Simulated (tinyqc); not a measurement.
Trap density from the barrier height.

Problem. In a partly depleted grain with all boundary traps filled, 2 N W = Qt and VB = q N W^2/(2 eps0 eps_r). Find Qt, W and the doping at which VB would equal Vt.

Values chosen for this exercise:
- T = 300 K (temperature)
- eps_r = 11.7 (relative permittivity)

Constants: q = 1.602176634e-19 C, kB = 1.380649e-23 J/K, Vt = kB T/q, eps0 = 8.8541878128e-14 F/cm where lengths are in cm. Results are converted to the units shown.

doping = 3.8e17 cm^-3
barrier height = 0.14702800 V

Answer. Eliminating W gives VB = q Qt^2/(8 eps0 eps_r N), which falls as 1/N.

Qt = 1.70e12 cm^-2
W = 22.4 nm
doping for VB = Vt = 2.16e18 cm^-3

tinyqc, about 0.01 s, one thread, Intel Xeon 2.30GHz (shared host): `OMP_NUM_THREADS=1 python tinyqc.py 2830011 2830012 out.jsonl`
